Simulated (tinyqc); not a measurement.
Inside a calculation. Method: coupled-perturbed Hartree-Fock on RHF in the sto-6g basis, for H2, spin multiplicity 1. The polarisability along this axis is zero because the basis has no function that the field can mix in; the real value is not. One step of it, computed by the program tinyqc.

Question. Iteration 1: building the Fock matrix. J_ij = sum D_kl (ij|kl), K_ij = sum D_kl (ik|jl); F = H + J - 0.5 K; E = tr D H + tr D J / 2 - 0.25 tr D K + E_nn.

D at the start, order 1H 1s, 2H 1s:
```
[[0.608007, 0.608007],
 [0.608007, 0.608007]]
```

core Hamiltonian H = T + V (hartree), order 1H 1s, 2H 1s:
```
[[-1.110456, -0.935167],
 [-0.935167, -1.110456]]
```

Two-electron integrals (ij|kl) in chemists' order, unique and non-zero (hartree):
```
(11|11) 0.774999   (21|11) 0.431380   (21|21) 0.282292   (22|11) 0.561369
(22|21) 0.431380   (22|22) 0.774999
```

nuclear repulsion = 0.69354811 hartree

Give: Coulomb J; exchange K; Fock matrix F; total energy of this density.

Answer.

Coulomb J (hartree), order 1H 1s, 2H 1s:
```
[[1.3371, 0.8678],
 [0.8678, 1.3371]]
```

exchange K (hartree), order 1H 1s, 2H 1s:
```
[[1.1674, 1.0375],
 [1.0375, 1.1674]]
```

Fock matrix F (hartree), order 1H 1s, 2H 1s:
```
[[-0.3571, -0.5861],
 [-0.5861, -0.3571]]
```

total energy of this density = -1.123654 hartree
